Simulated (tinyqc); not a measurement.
Heavy doping: gap narrowing, degeneracy and the minority density: sweeps and comparisons. A value that a table varies takes the place of the one given here.

F_j(eta) = (1/Gamma(j + 1)) integral_0^infinity x^j dx/(1 + exp(x - eta)), which tends to exp(eta) for eta << 0.

Empirical narrowing (Slotboom form, constants chosen for the exercise; published fits of this form give the apparent narrowing, here it is taken as the true one): dEg = E0 [ln(N/N0) + sqrt(ln(N/N0)^2 + C)].

Majority: N = Nc F_1/2(eta), eta the distance of EF beyond the majority band edge in kT. Degeneracy factor gam = F_1/2(eta)/exp(eta). ni0^2 = Nc Nv exp(-Eg/kT); product n p = ni0^2 gam exp(dEg/kT), dEg the true narrowing; apparent narrowing dEa = dEg + kT ln gam; minority density = n p/N.

Bipolar transistor with N as emitter doping: beta = K (N/NB) exp((dEa_B + dG - dEa_E)/kT), dEa_E = dEg(N) + kT ln gam, dEa_B = dEg(NB). For the sweep in T, Nc is scaled as (T/T0)^(3/2) from its value at T0 = T.

Constants: kB = 8.617333262e-05 eV/K.

Values chosen for the exercise (gap and densities of states near those of Si at this temperature; narrowing constants near the fits for Si; the results hold for these values, not for the real material):
- Eg = 1.127 eV (gap)
- Nc = 2.13e+19 1/cm^3 (conduction-band density of states)
- Nv = 8.93e+18 1/cm^3 (valence-band density of states)
- T = 250 K
- E0 = 7.64 meV (narrowing scale)
- N0 = 1.2e+17 1/cm^3 (onset density)
- C = 0.5 (smoothing constant)
- N = 1e+19 1/cm^3 (ionised donors, equal to the majority density)
- NB = 3e+17 1/cm^3 (base doping)
- K = 3 (ratio (D_B W_E)/(D_E W_B))
- dG = 0 meV (extra narrowing of the base by alloying)

## Narrowing against degeneracy

N takes the values listed; the last column is N over the factor gam exp(dEg/kT), the doping that a simple model would need to give the same minority density.

Results:

| N (1/cm^3) | eta | gam | dEg (meV) | dEa (meV) | minority (1/cm^3) | effective doping (1/cm^3) |
|---|---|---|---|---|---|---|
| 6.0e+16 | -5.87 | 0.999 | 2.3 | 2.2 | 0.0672 | 5.41e+16 |
| 2.0e+17 | -4.66 | 0.997 | 10.6 | 10.5 | 0.0295 | 1.23e+17 |
| 6.0e+17 | -3.56 | 0.990 | 25.7 | 25.5 | 0.0198 | 1.84e+17 |
| 2.0e+18 | -2.33 | 0.967 | 43.7 | 42.9 | 0.0133 | 2.72e+17 |
| 6.0e+18 | -1.17 | 0.906 | 60.3 | 58.1 | 0.00898 | 4.04e+17 |
| 2.0e+19 | 0.26 | 0.721 | 78.5 | 71.5 | 0.00501 | 7.24e+17 |
| 6.0e+19 | 2.00 | 0.383 | 95.3 | 74.6 | 0.00193 | 1.88e+18 |
| 2.0e+20 | 5.22 | 0.0509 | 113.6 | 49.4 | 0.000180 | 2.01e+19 |
| 4.0e+20 | 8.44 | 0.00404 | 124.2 | 5.5 | 1.17e-05 | 3.10e+20 |

dEg grows steadily to 124.2 meV, while the apparent value peaks at 74.6 meV for N = 6e+19 and falls to 5.5 meV as the Fermi level enters the band. N grows by a factor 33 from the third to the sixth row and the effective doping by 3.9: net of degeneracy, narrowing takes away 88 % of the factor gained by heavier doping.

## Current gain against temperature

Gain:

| T (K) | beta | beta with dG = 0 | without narrowing |
|---|---|---|---|
| 150 | 2.51 | 2.51 | 100 |
| 200 | 6.10 | 6.10 | 100 |
| 250 | 10.5 | 10.5 | 100 |
| 300 | 15.1 | 15.1 | 100 |
| 350 | 19.6 | 19.6 | 100 |
| 400 | 23.9 | 23.9 | 100 |
| 450 | 27.9 | 27.9 | 100 |

dEa_B + dG - dEa_E at T0 = -48.6 meV

beta is 2.51 at 150 K and 27.9 at 450 K, since the net exponent is negative: the emitter has the larger apparent narrowing. At 300 K narrowing and degeneracy change the gain by a factor 0.151.

## What moves the minority density and the gain

All results formed anew. Each row changes one parameter from the base and keeps the others.

Results:

| case | dEg (meV) | dEa (meV) | minority (1/cm^3) | beta |
|---|---|---|---|---|
| base | 68.01 | 64.46 | 0.00723 | 10.5 |
| N = 2e+19 1/cm^3 | 78.54 | 71.48 | 0.00501 | 15.1 |
| E0 = 9.168 meV | 81.61 | 78.06 | 0.0136 | 6.45 |
| N0 = 2.4e+17 1/cm^3 | 57.50 | 53.94 | 0.00444 | 11.5 |
| Eg = 1.147 eV | 68.01 | 64.46 | 0.00286 | 10.5 |
| Nc = 2.77e+19 1/cm^3 | 68.01 | 65.27 | 0.00977 | 10.1 |
| NB = 6e+17 1/cm^3 | 68.01 | 64.46 | 0.00723 | 8.28 |

The largest shifts from the base row, up to three for each result and ties (the steps differ in size, so this ranks the rows, not the parameters). dEg (meV): E0 +13.60, N +10.53, N0 -10.51; unchanged at the printed digits by Eg, Nc and NB. dEa (meV): E0 +13.60, N0 -10.51, N +7.03; unchanged at the printed digits by Eg and NB. minority (1/cm^3): E0 +0.00637, Eg -0.00437, N0 -0.00279; unchanged at the printed digits by NB. beta: N +4.64, E0 -4.02, NB -2.19; unchanged at the printed digits by Eg.

(tinyqc, `OMP_NUM_THREADS=1 python tinyqc.py 1681373 1681374 out.jsonl`, Intel(R) Xeon(R) Processor @ 2.30GHz, 1 thread, shared host, about 0.01 s.)
